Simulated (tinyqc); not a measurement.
# From fastest wavelength back to surface energy gamma

Model: strain-driven roughening and islands of a mismatched epitaxial film. Computed by tinyqc, a small Python program. Command: `OMP_NUM_THREADS=1 python tinyqc.py 3028295 3028296 out.jsonl island inv`. One thread of a shared host (Intel(R) Xeon(R) Processor @ 2.30GHz), about 0.01 s of CPU time with the checks.

Film and substrate share isotropic elastic constants; the film is coherent and biaxially strained.

Inputs (values chosen for the exercise, for a model film):
```
quantity                                     value       unit
misfit |f|                                  0.0312          -
shear modulus G                               30.9        GPa
Poisson ratio nu                               0.3          -
surface mobility D_s nu_s Omega^2/(k_B T)  8.6e-34  m^6/(J s)
```

Transport: surface diffusion.

Method. M = 2 G (1 + nu)/(1 - nu); stress = M f; energy density w = M f^2. A ripple A cos(k x) has the surface chemical potential per volume [gamma k^2 - 2 (1 + nu) w k] A cos(k x), so k_c = 2 (1 + nu) w/gamma. With surface diffusion the amplitude grows at the rate q = B k^2 [2 (1 + nu) w k - gamma k^2], fastest at k_m = (3/4) k_c. B is the surface mobility.

Task: A run gave the result below. Find the surface energy gamma, known to lie between 0.67 and 1.7 J/m^2.

fastest wavelength = 29.87872 nm

Result:

Each step takes the trial c = (a f_b - b f_a)/(f_b - f_a), f being the result less the target and a, b, c the logarithms of the listed values; c replaces end b, the old b replaces a if the sign of f changed, and otherwise f_a is halved.

Scan of the range:
```
surface energy gamma (J/m^2)  fastest wavelength (nm)
0.670                                         19.3231
0.782                                         22.5532
0.914                                         26.3602
1.070                                         30.8593
1.250                                         36.0506
1.460                                         42.1071
1.700                                         49.0288
```

False position (Illinois rule, in the logarithm of the input) inside the bracket:
```
step    end a    end b    trial  fastest wavelength (nm)
1     0.91400  1.07000  1.03387                  29.8174
2     1.07000  1.03387  1.03597                  29.8777
3     1.07000  1.03597  1.03603                  29.8797
4     1.03597  1.03603  1.03600                  29.8787
```

Fastest wavelength rises at every point of a 13-point scan of the range (every second point is shown), so one value fits; it is bracketed by 0.914 and 1.07. The scan shows a pure power law with exponent 1.0000, so scaling from any one row also gives the answer directly. Answer: surface energy gamma = 1.036 J/m^2.
